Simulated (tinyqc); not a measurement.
Electron continuity equation in a given potential, Scharfetter-Gummel discretisation: two steps of the calculation.

Steady state in one dimension: J = q mu n E + q D dn/dx with E = -dpsi/dx and D = mu Vt, dJ/dx = 0, fixed densities nL and nR at the ends. The potential is given, psi = 0 for x < L/2 and U (2 x/L - 1) beyond, and is not changed by the electrons.

Parameters, values chosen for the exercise; mobility close to that of cadmium telluride at room temperature:
```
symbol,value,unit,meaning
T,273,K,temperature
mu,988,cm^2/(V s),electron mobility
L,6.7,um,length of the region
nL,3.3e13,cm^-3,density at x = 0
nR,0,cm^-3,density at x = L
```

Constants: q = 1.602176634e-19 C, kB = 1.380649e-23 J/K, Vt = kB T/q. Results are converted to the units shown.

Task 1. Tridiagonal system for the inner nodes. Row i (1 to 11): B(-d_(i-1)) n_(i-1) + b_i n_i + B(d_i) n_(i+1) = f_i with b_i = -B(-d_i) - B(d_(i-1)) and f_i = 0; the known end values are moved to the right: f_1 loses B(-d_0) nL and f_11 loses B(d_11) nR. h = L/12, D = mu Vt.

```
interval      B(d_i)    B(-d_i)
0                  1          1
1                  1          1
2                  1          1
3                  1          1
4                  1          1
5                  1          1
6         0.12363879  3.4533845
7         0.12363879  3.4533845
8         0.12363879  3.4533845
9         0.12363879  3.4533845
10        0.12363879  3.4533845
11        0.12363879  3.4533845
```

Find: diagonal b; right side f.

Result 1.

```
node  diagonal b  right side f (cm^-3)
1         -2.000             -3.300e13
2         -2.000                     0
3         -2.000                     0
4         -2.000                     0
5         -2.000                     0
6         -4.453                     0
7         -3.577                     0
8         -3.577                     0
9         -3.577                     0
10        -3.577                     0
11        -3.577                     0
```

Task 2. Densities and current. B(d_i) and B(-d_i) are the Bernoulli factors of the potential steps, b and f the diagonal and right side. Solve B(-d_(i-1)) n_(i-1) + b_i n_i + B(d_i) n_(i+1) = f_i (end values already in f), then J_i = (q D/h) [n_(i+1) B(d_i) - n_i B(-d_i)], h = L/12, D = mu Vt.

```
interval      B(d_i)    B(-d_i)
0                  1          1
1                  1          1
2                  1          1
3                  1          1
4                  1          1
5                  1          1
6         0.12363879  3.4533845
7         0.12363879  3.4533845
8         0.12363879  3.4533845
9         0.12363879  3.4533845
10        0.12363879  3.4533845
11        0.12363879  3.4533845
```

```
node  diagonal b  right side f (cm^-3)
1             -2               -3.3e13
2             -2                     0
3             -2                     0
4             -2                     0
5             -2                     0
6     -4.4533845                     0
7     -3.5770233                     0
8     -3.5770233                     0
9     -3.5770233                     0
10    -3.5770233                     0
11    -3.5770233                     0
```

Give: n; J.

Result 2.

n, node 0 to 12 (cm^-3): 3.3000e13  2.7762e13  2.2524e13  1.7287e13  1.2049e13  6.8109e12  1.5730e12  1.5730e12  1.5730e12  1.5730e12  1.5710e12  1.5167e12  0
J, interval 0 to 11 (A/cm^2): -0.34935  -0.34935  -0.34935  -0.34935  -0.34935  -0.34935  -0.34935  -0.34935  -0.34935  -0.34935  -0.34935  -0.34935

Program tinyqc, `OMP_NUM_THREADS=1 python tinyqc.py 2220046 2220047 out.jsonl`; Intel Xeon 2.30GHz, shared host, one thread, about 0.01 s.
